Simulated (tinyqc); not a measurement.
Sublattice potential against complex hopping: Haldane model. Computed by the program tinyqc. H_AA = delta - 2 t2 sum cos(k.b + phi), H_BB = -delta - 2 t2 sum cos(k.b - phi), H_AB = -t1 (1 + exp(-i k.a1) + exp(-i k.a2)), b = a1, a2 - a1, -a2, m = 3 sqrt3 t2 sin(phi); the sign of the Chern number follows the orientation k1 then k2.

Honeycomb lattice:
```
parameter      value
t1 (eV)     2.300000
t2 (eV)     0.210000
phi (rad)  -0.910000
```

Gaps at the two valleys (eV) and Chern number of the lower band (12 x 12 mesh):
```
delta   gap 2|delta - m|  gap 2|delta + m|  Chern number
-1.551             1.379             4.825             0
-1.120             0.517             3.963             0
-0.517             0.689             2.757             1
0.000              1.723             1.723             1
0.345              2.413             1.033             1
0.646              3.015             0.431             1
1.077              3.877             0.431             0
1.723              5.169             1.723             0
```

What does the comparison show, and why?

Here |m| = 0.8615 eV. For |delta| < |m| the two valleys have masses of opposite sign and the Chern number is +/-1; one gap closes at |delta| = |m|, and beyond it the band is trivial.
